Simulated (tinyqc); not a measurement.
Gated two-dimensional channel with two bands, quantum capacitance: one step of the calculation.

phi is the Fermi level above the lowest band edge, in volts; Vg is counted from the gate voltage at which an empty channel would have phi = 0. The channel has no thickness; trap charge is -q Dit phi.

Task. New phi. D1 = gv md m0 q/(pi hbar^2), D2 = g2 m2 m0 q/(pi hbar^2) per eV; n1 = D1 Vt ln(1 + exp(phi/Vt)), n2 = D2 Vt ln(1 + exp((phi - E2)/Vt)), n = n1 + n2; Cq = q dn/dphi = q [D1/(1 + exp(-phi/Vt)) + D2/(1 + exp((E2 - phi)/Vt))]. Newton: f = phi + q (n + Dit phi)/Cox - Vg, phi(new) = phi - f/(1 + (Cq + q Dit)/Cox).

Values chosen for this exercise; lowest band close to that of monolayer WSe2:

| symbol | value | unit | meaning |
|---|---|---|---|
| T | 150 | K | temperature |
| md | 0.338 | m0 | in-plane mass |
| gv | 2 |  | valley degeneracy |
| m2 | 0.43 | m0 | in-plane mass of a second band, chosen freely |
| g2 | 2 |  | valley degeneracy of that band, chosen freely |
| E2 | 0.25 | eV | second band edge above the first |
| Dit | 8.3e11 | cm^-2 eV^-1 | density of traps |
| Vg | 0.39 | V | gate voltage |

Constants: q = 1.602176634e-19 C, kB = 1.380649e-23 J/K, hbar = 1.054571817e-34 J s, m0 = 9.1093837015e-31 kg, Vt = kB T/q. Results are converted to the units shown.

phi after iteration 1 = 0.010456227 V
Cox = 1.8174386 uF/cm^2

Give: n1; n2; Cq; f; phi after iteration 2.

Result.

n1 = 4.297e12 cm^-2
n2 = 4.155e4 cm^-2
Cq = 31.30 uF/cm^2
f = 4.311e-5 V
phi after iteration 2 = 0.01045 V

Computed by the program tinyqc: `OMP_NUM_THREADS=1 python tinyqc.py 2200059 2200060 out.jsonl`, one thread of a shared Intel Xeon 2.30GHz, about 0.01 s for the whole run.
